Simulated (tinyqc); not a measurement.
# Hall measurement with a parallel conducting layer

Two layers in parallel, unit Hall factors, low field: 1/Rs = q (ns mu + n2 m2); apparent mobility (ns mu^2 + sg n2 m2^2)/(ns mu + n2 m2); apparent density (ns mu + n2 m2)^2/(ns mu^2 + sg n2 m2^2); a negative value means the sign of the second layer.

Parameters, values chosen for the exercise:

| symbol | value | unit | meaning |
|---|---|---|---|
| ns | 1.7e14 | cm^-2 | sheet density of the layer |
| mu | 96 | cm^2/(V s) | drift mobility |
| m2 | 100 | cm^2/(V s) | mobility of the parallel layer |
| sg | -1 |  | sign of its carriers relative to the first layer |

Constants: q = 1.602176634e-19 C. Results are converted to the units shown.

Hall measurement with a parallel conducting layer:

| n2 (cm^-2) | Rs (ohm/square) | apparent density (cm^-2) | apparent mobility (cm^2/(V s)) | share of the conductance in layer 2 (%) |
|---|---|---|---|---|
| 6e11 | 381.0 | 1.719e14 | 95.28 | 0.3663 |
| 2e12 | 377.8 | 1.764e14 | 93.63 | 1.211 |
| 1e13 | 360.4 | 2.045e14 | 84.68 | 5.774 |
| 4e13 | 307.2 | 3.539e14 | 57.42 | 19.69 |
| 2e14 | 171.8 | -3.045e15 | -11.93 | 55.07 |
| 7e14 | 72.31 | -1.371e15 | -62.94 | 81.09 |
| 3e15 | 19.73 | -3.519e15 | -89.89 | 94.84 |
| 1e16 | 6.141 | -1.049e16 | -96.85 | 98.39 |
| 5e16 | 1.244 | -5.049e16 | -99.36 | 99.67 |

The apparent mobility falls from 95.3 to -99.4 cm^2/(V s), between mu = 96 and sg m2 = -100. The Hall signal vanishes at n2 = ns (mu/m2)^2 = 1.57e14 cm^-2, where the apparent density diverges.

Computed by the program tinyqc: `OMP_NUM_THREADS=1 python tinyqc.py 2850210 2850211 out.jsonl`, one thread of a shared Intel Xeon 2.30GHz, about 0.01 s for the whole run.
